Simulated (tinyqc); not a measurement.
Inside a calculation. Method: Born-Oppenheimer dynamics on the UHF/sto-6g surface (energies and gradients from PySCF), for H2+, spin multiplicity 2. One step of it, computed by the program tinyqc.

Task: Velocity Verlet step 1. dt = 2 fs = 82.6827 atomic units; x' = x + v dt - g dt^2 / (2m); after the new gradient g', v' = v - (g + g') dt / (2m).

positions (bohr):
```
           x         y         z
1H  0.000000  0.000000  0.000000
2H  0.000000  0.000000  1.528788
```

velocities (bohr per atomic time unit):
```
               x             y             z
1H   0.000037000  -0.000043500   0.000464000
2H  -0.000037000   0.000043500  -0.000464000
```

gradient (hartree/bohr):
```
             x           y            z
1H  0.00000000  0.00000000   0.12306116
2H  0.00000000  0.00000000  -0.12306116
```

masses (electron masses): 1H 1837.152588, 2H 1837.152588

gradient after step 1 (hartree/bohr):
```
              x            y            z
1H  -0.00004567   0.00005370   0.01425730
2H   0.00004567  -0.00005370  -0.01425730
```

Give: positions after step 1; velocities after step 1.

Result:

positions after step 1 (bohr):
```
         x       y       z
1H   0.003  -0.004  -0.191
2H  -0.003   0.004   1.719
```

velocities after step 1 (bohr per atomic time unit):
```
            x          y          z
1H   0.000038  -0.000045  -0.002626
2H  -0.000038   0.000045   0.002626
```
